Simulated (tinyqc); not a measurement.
Inside a calculation: Gamma, L and X subbands of a thin body with non-parabolic valleys. Values are carried at full precision from step to step, so a last printed digit may differ when a step is redone from the rounded ones.

Hard walls, flat band, c = hbar^2/2m0, energies from the bulk Gamma edge. For a valley at angle theta to the normal 1/m_z = cos^2/ml + sin^2/mt and m_d = sqrt(ml mt^2/m_z). Subband n starts at E_v + e with e (1 + a e) = c (n pi/t)^2/m_z, and its density-of-states mass is taken as m_d (1 + 2 a e), without further growth at higher in-plane energy. Groups are named by valley and degeneracy.

Constants: hbar^2/2m0 = 3.80998211 eV angstrom^2; kB = 8.617333262e-05 eV/K.

Values chosen for the exercise (near those of a thin InAs channel; not measured data):
```
symbol  value           unit         meaning
face    110                          surface
mG      0.026           m0           Gamma mass
aG      2.3             1/eV         Gamma non-parabolicity
EL      0.707           eV           L edge above Gamma
mL      (0.664, 0.052)  m0           L valleys (four, along <111>): ml, mt
EX      0.994           eV           X edge above Gamma
mX      (1.147, 0.159)  m0           X valleys (three, along <100>): ml, mt
aS      0.34            1/eV         non-parabolicity of L and X
t       54              angstrom     body thickness
Ns      3.4             x 1e12/cm^2  sheet density
T       300             K            temperature
eot     13              angstrom     equivalent oxide thickness
```

## Valley groups

List degeneracy, edge, m_z, m_d and a.

Groups:
```
group,g,E_v (eV),m_z,m_d,a (1/eV)
G1,1,0.000,0.0260,0.0260,2.30
L2,2,0.707,0.1349,0.1154,0.34
L2',2,0.707,0.0520,0.1858,0.34
X2,2,0.994,0.2793,0.3222,0.34
X1,1,0.994,0.1590,0.4271,0.34
```

## Subband edges

n = 1 to 8 for each group; list the ten lowest.

Subbands:
```
subband,g,E (eV),DOS mass
G1 n=1,1,0.2953,0.0613
G1 n=2,1,0.7365,0.1141
L2 n=1,2,0.7997,0.1226
L2' n=1,2,0.9370,0.2149
X2 n=1,2,1.0395,0.3322
L2 n=2,2,1.0495,0.1423
X1 n=1,1,1.0730,0.4500
X2 n=2,2,1.1684,0.3604
G1 n=3,1,1.1926,0.1686
X1 n=2,1,1.2889,0.5127
```

The lowest subband is G1 n=1, 441 meV below G1 n=2; in the bulk the lowest valley is Gamma.

## Filling and quantum capacitance

n_i = g m/(2 pi c) kB T ln(1 + exp((EF - E_i)/kB T)), sum n_i = Ns (1e12/cm^2 = 1e-4/angstrom^2), c = hbar^2/2m0. Quantum capacitance Cq = 1602.176634 sum g m/(2 pi c) f_i in microfarad/cm^2 with f_i = 1/(1 + exp((E_i - EF)/kB T)); Cox = 34.5313/eot (one gate); C/Cox = Cq/(Cq + Cox), the centroid term left out.

Over the ten listed subbands, named by valley (G, L, X), degeneracy and number.

EF = 0.4279 eV

n_i in the order of the list (1e12/cm^2): 3.400  0.000  0.000  0.000  0.000  0.000  0.000  0.000  0.000  0.000

Cq = 4.08 microfarad/cm^2
Cox = 2.656 microfarad/cm^2
C/Cox = 0.606

EF lies 133 meV above the lowest edge; Gamma holds 100 % of the electrons. The low density of states costs 39 % of the gate capacitance.

## Checks

- Cq against the slope dNs/dEF by finite differences, microfarad/cm^2: both 4.08.

(tinyqc, `OMP_NUM_THREADS=1 python tinyqc.py 1280813 1280814 out.jsonl`, Intel(R) Xeon(R) Processor @ 2.30GHz, 1 thread, shared host, about 0.03 s.)
